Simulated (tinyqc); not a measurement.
# Slope factor and drain-induced lowering from three currents

Inverse problem. With source and body at 0 V, I = A exp((Vg + dd Vd)/(nf Vt)) (1 - exp(-Vd/Vt)). Find nf, the swing nf Vt ln 10 and dd.

Inputs (values chosen for the exercise): temperature T = 300 K.

Constants: q = 1.602176634e-19 C, kB = 1.380649e-23 J/K, Vt = kB T/q. Results are converted to the units shown.

currents at (Vg, Vd) = (0, 0.05), (0, 1.1) and (0.1, 1.1) V (nA/um): [8.9521977e-4, 0.23530692, 4.1307069]

Solution. The pair at equal Vd gives nf; the pair at equal Vg, after dividing out the factors 1 - exp(-Vd/Vt), gives dd.

nf = 1.350
swing = 80.36 mV/decade
dd = 0.1800

tinyqc, about 0.03 s, one thread, Intel Xeon 2.30GHz (shared host): `OMP_NUM_THREADS=1 python tinyqc.py 2242037 2242038 out.jsonl`
